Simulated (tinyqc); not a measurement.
FinFET, parasitic resistance, capacitance and delay: one step of the calculation.

Nf fins under one contact; each has gated perimeter p = 2 Hf + Wf and cross-section A = Hf Wf; contact width Wc = Nf pf, stack height Hs = Hf. Contact length Lc = CPP - Lg - 2 Lsp, shared by two neighbouring gates. Source and drain sides are equal. The formulas are first-order estimates, not field solutions.

Task. Geometry and resistances. Epitaxy sheet resistance Rsh = re/te, transfer length LT = sqrt(rc/Rsh), contact Rc = [sqrt(rc Rsh)/Wc] coth(Lc/(2 LT)); extension of one fin Rx = rx Lsp/A. Effective width N p; for equal currents one side has Rc + Rx/N.

Inputs (values chosen for the exercise); values close to those of silicon logic devices:
- Nf = 2 (number of fins)
- Hf = 55 nm (fin height)
- Wf = 7 nm (fin width)
- pf = 42 nm (fin pitch)
- CPP = 51 nm (contacted gate pitch)
- Lg = 14 nm (gate length)
- Lsp = 8 nm (spacer length)
- rc = 3.1e-9 ohm cm^2 (contact resistivity)
- re = 0.00049 ohm cm (resistivity of the source-drain epitaxy)
- te = 20 nm (current-carrying depth of the epitaxy)
- rx = 0.0018 ohm cm (resistivity of the extension)

Find: Lc; effective width; Rsh; LT; Rc; Rx; one side times effective width.

Result.

Lc = 21.00 nm
effective width = 234.0 nm
Rsh = 245.0 ohm
LT = 35.57 nm
Rc = 361.6 ohm
Rx = 374.0 ohm
one side times effective width = 128.4 ohm um

Program tinyqc, `OMP_NUM_THREADS=1 python tinyqc.py 2170092 2170093 out.jsonl`; Intel Xeon 2.30GHz, shared host, one thread, about 0.03 s.
